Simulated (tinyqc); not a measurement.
## Electron continuity equation in a given potential, Scharfetter-Gummel discretisation: three discretisations compared

Steady state in one dimension: J = q mu n E + q D dn/dx with E = -dpsi/dx and D = mu Vt, dJ/dx = 0, fixed densities nL and nR at the ends. The potential is given, psi = U x/L, and is not changed by the electrons.

12 equal intervals. Fluxes J_i = (q D/h)(n_(i+1) P_i - n_i Q_i), d_i = (psi_(i+1) - psi_i)/Vt: Scharfetter-Gummel P = B(d), Q = B(-d), B(d) = d/(exp(d) - 1); central P = 1 - d/2, Q = 1 + d/2; upwind P = 1 + max(-d, 0), Q = 1 + max(d, 0). Balance at each inner node: J_i - J_(i-1) = 0. The reference is Scharfetter-Gummel on 2400 intervals.

Parameters, values chosen for the exercise; mobility close to that of gallium nitride at room temperature: temperature T = 300 K; electron mobility mu = 993 cm^2/(V s); length of the region L = 0.53 um; density at x = 0 nL = 1.5e15 cm^-3; density at x = L nR = 0 cm^-3; potential difference psi(L) - psi(0) U = 0.2 V.

Constants: q = 1.602176634e-19 C, kB = 1.380649e-23 J/K, Vt = kB T/q. Results are converted to the units shown.

Densities (cm^-3):

| node | Scharfetter-Gummel | central | upwind | reference |
|---|---|---|---|---|
| 0 | 1.5000e15 | 1.5000e15 | 1.5000e15 | 1.5000e15 |
| 1 | 1.4994e15 | 1.4995e15 | 1.4975e15 | 1.4994e15 |
| 2 | 1.4983e15 | 1.4986e15 | 1.4935e15 | 1.4983e15 |
| 3 | 1.4961e15 | 1.4968e15 | 1.4868e15 | 1.4961e15 |
| 4 | 1.4920e15 | 1.4934e15 | 1.4758e15 | 1.4920e15 |
| 5 | 1.4842e15 | 1.4866e15 | 1.4576e15 | 1.4842e15 |
| 6 | 1.4693e15 | 1.4733e15 | 1.4279e15 | 1.4693e15 |
| 7 | 1.4409e15 | 1.4475e15 | 1.3789e15 | 1.4409e15 |
| 8 | 1.3868e15 | 1.3970e15 | 1.2983e15 | 1.3868e15 |
| 9 | 1.2837e15 | 1.2986e15 | 1.1658e15 | 1.2837e15 |
| 10 | 1.0873e15 | 1.1064e15 | 9.4790e14 | 1.0873e15 |
| 11 | 7.1308e14 | 7.3155e14 | 5.8948e14 | 7.1308e14 |
| 12 | 0 | 0 | 0 | 0 |

Largest errors as a share of the largest reference density listed: Scharfetter-Gummel under 1e-7 %, central 1.3 %, upwind 9.3 %. The largest |d| is 0.645. Upwinding stays positive but acts as if D were larger by the factor 1 + |d|/2, up to 1.32 here.

Numbers from tinyqc (`OMP_NUM_THREADS=1 python tinyqc.py 2220059 2220060 out.jsonl`; about 0.01 s on one thread of a shared Intel Xeon 2.30GHz).
